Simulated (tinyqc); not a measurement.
Tight binding, honeycomb lattice, step by step. Computed by tinyqc, a small Python program that keeps every step. Settings: t1 = 2.38, t2 = 0.22, phi = 0, delta = 0, points = 5. Command: `OMP_NUM_THREADS=1 python tinyqc.py 22932 22933 out.jsonl` (the two numbers bound the seeds that draw the settings). One thread of a shared host (Intel(R) Xeon(R) Processor @ 2.60GHz), about 0.01 s of CPU time with the checks.

## Bloch Hamiltonian at k

Parameters chosen for this model:
```
parameter     value                        unit
t1         2.380000                 eV, nearest
t2         0.220000       eV, second neighbours
phi               0  rad, phase of t2 (Haldane)
delta             0          eV, +/- on A and B
```

k point k (fractions of the reciprocal vectors): -0.260000  -0.080000

H_AB = -t1 (1 + exp(-i k.a1) + exp(-i k.a2)); H_AA = delta - 2 t2 sum cos(k.b + phi), H_BB = -delta - 2 t2 sum cos(k.b - phi), b = a1, a2 - a1, -a2.

H(k) at k (eV):
```
                     A                    B
A            -0.545290  -4.316168-3.521877i
B  -4.316168+3.521877i            -0.545290
```

## Levels at k

Diagonalise the Hermitian matrix.

eigenvalues (eV): -6.116011  5.025431

weights |c|^2 of the basis functions:
```
     band 1    band 2
A  0.500000  0.500000
B  0.500000  0.500000
```

## Bloch Hamiltonian at K

k point K (fractions of the reciprocal vectors): 0.333333  0.666667

As before.

H(k) at K (eV):
```
          A         B
A  0.660000  0.000000
B  0.000000  0.660000
```

## Levels at K

As before.

eigenvalues (eV): 0.660000  0.660000

## Bands along a path

The same steps at evenly spaced points between the labelled ones.

Bands along the path (eV):
```
k             band 1    band 2
G          -8.460000  5.820000
G-K 0.25   -7.484383  5.520179
G-K 0.50   -4.980000  4.540000
G-K 0.75   -1.940000  2.820000
K           0.660000  0.660000
K-M 0.25   -0.363574  1.608082
K-M 0.50   -1.200179  2.284383
K-M 0.75   -1.748843  2.686770
M          -1.940000  2.820000
M-K' 0.25  -1.748843  2.686770
M-K' 0.50  -1.200179  2.284383
M-K' 0.75  -0.363574  1.608082
K'          0.660000  0.660000
```

With 1 band(s) filled, the highest filled level on these points lies at K and the lowest empty one at K: the bands touch or overlap, so there is no gap.
